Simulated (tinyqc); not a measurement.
Inside a calculation: thresholds of impact ionisation and Auger recombination from band masses. Values are carried at full precision from step to step, so a last printed digit may differ when a step is redone from the rounded ones.

Parabolic bands, no phonon. At threshold the three slow carriers share one velocity. With M their total mass and m4 the mass of the fast carrier, the fast carrier has the kinetic energy E_T = G M/(M - m4) and the slow ones together E_a = G m4/(M - m4), the activation energy of the Auger rate. CCCH (fast electron): G = Eg, M = 2 me + mh, m4 = me. CHHS (hole into the split-off band): G = Eg - Dso, M = 2 mh + me, m4 = ms; this form holds for Eg > Dso (below, the process needs about Dso - Eg and is marked by a dash). CHHL (hole into the light band): G = Eg, M = 2 mh + me, m4 = ml. CHHH (fast heavy hole): G = Eg, M = 2 mh + me, m4 = mh.

Constants: kB = 8.617333262e-05 eV/K; hbar^2/2m0 = 3.80998211 eV angstrom^2.

Parameters, chosen for this exercise (near those of GaSb, gap at low temperature and not tied to T; not measured data): Eg = 0.803 eV (gap at Gamma to the s-like level); Dso = 0.75 eV (spin-orbit splitting); me = 0.0392 m0 (electron mass at Gamma); mh = 0.33 m0 (heavy-hole mass); ms = 0.131 m0 (split-off mass); ml = 0.044 m0 (light-hole mass); T = 400 K (temperature).

## Thresholds of four processes

Give G, M, m4, E_T, E_a and E_a/kT.

Results:

| process | G (eV) | M | m4 | E_T (eV) | E_a (eV) | E_a/kT |
|---|---|---|---|---|---|---|
| CCCH | 0.8030 | 0.4084 | 0.0392 | 0.8883 | 0.0853 | 2.47 |
| CHHS | 0.0530 | 0.6992 | 0.1310 | 0.0652 | 0.0122 | 0.35 |
| CHHL | 0.8030 | 0.6992 | 0.0440 | 0.8569 | 0.0539 | 1.56 |
| CHHH | 0.8030 | 0.6992 | 0.3300 | 1.5207 | 0.7177 | 20.82 |

The lowest activation energy is that of CHHS (12 meV), then CHHL (54 meV). CHHS leads because G = Eg - Dso is small. At equal G a light fast carrier takes up the energy with little momentum, so little is asked of the slow ones; CHHH asks 0.89 Eg. For equal masses E_T would be 3/2 Eg; for electrons here it is 1.106 Eg.

## Momenta at the CCCH threshold

At the threshold of the parabolic CCCH process the fast electron has E_T = Eg M/(M - me), M = 2 me + mh, and the slow carriers E_a = E_T - Eg together. It has k4 = sqrt(me E_T/c), c = hbar^2/2m0; the slow carriers share k4 in proportion to their masses. Give the wave vectors and kinetic energies, and check that they add up to E_a.

k4 = 0.09560 1/angstrom

electron, electron, hole (1/angstrom): 0.00918  0.00918  0.07725

their kinetic energies (meV): 8.18  8.18  68.89

sum = 85.26 meV

The hole carries 81 % of the momentum and of the energy of the slow carriers.

## Non-parabolicity raises the threshold

Non-parabolic fast electron: E (1 + alpha E) = c k^2/me with alpha = (1 - me)^2/Eg; the slow carriers stay parabolic, so E_T = Eg + me E_T (1 + alpha E_T)/M, M = 2 me + mh (the root between Eg and 1.9 Eg).

Give alpha, E_T, E_a = E_T - Eg and k4.

alpha = 1.1496 1/eV
E_T = 1.0137 eV
E_a = 0.2107 eV
k4 = 0.15028 1/angstrom

E_a is 2.47 times the parabolic value, since an electron at E_T above the edge has 1 + alpha E_T = 2.17 times the squared momentum, and E_T itself is 1.14 times higher. In the real crystal the L valleys lie below this energy, so the fast electron may not stay in the Gamma valley.

## Temperature dependence

For non-degenerate carriers at fixed densities the Auger coefficient goes as exp(-E_a/kT), up to slowly varying powers of T. Give exp(-E_a/kT) for the parabolic and the non-parabolic CCCH value, and the characteristic temperature T0 = kT^2/E_a of each.

Boltzmann factors: 0.08429  0.002216

T0 (K): 162  65

Non-parabolicity lowers the factor by 38 times; direct CCCH is weak, so processes with lower thresholds can lead.

## Checks

- Largest energy that an electron at k4 can give to a pair, by numerical search, against Eg (eV): both 0.8030.

Computed by tinyqc, a small Python program: `OMP_NUM_THREADS=1 python tinyqc.py 1850674 1850675 out.jsonl` (the numbers bound the seed that draws the inputs); one thread of a shared host (Intel(R) Xeon(R) Processor @ 2.30GHz), about 0.01 s for the whole set of steps.
